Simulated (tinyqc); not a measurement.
# Scale length and length offset from two DIBL values

Question. DIBL = exp(-Le/(2 l)) + 2 exp(-Le/l) with Le = L - dL. Find l, dL and the drawn length for a DIBL of 100 mV/V.

DIBL at drawn lengths 32 and 55 nm (mV/V): 137.66378  22.685963

Solution. With e = exp(-Le/(2 l)), 2 e^2 + e = DIBL gives e and so Le/l at each length; Le/l is a straight line in L with slope 1/l.

l = 7.000 nm
dL = 1.400 nm
length for 100 mV/V = 35.84 nm

Numbers from tinyqc (`OMP_NUM_THREADS=1 python tinyqc.py 2002206 2002207 out.jsonl`; about 0.01 s on one thread of a shared Intel Xeon 2.30GHz).
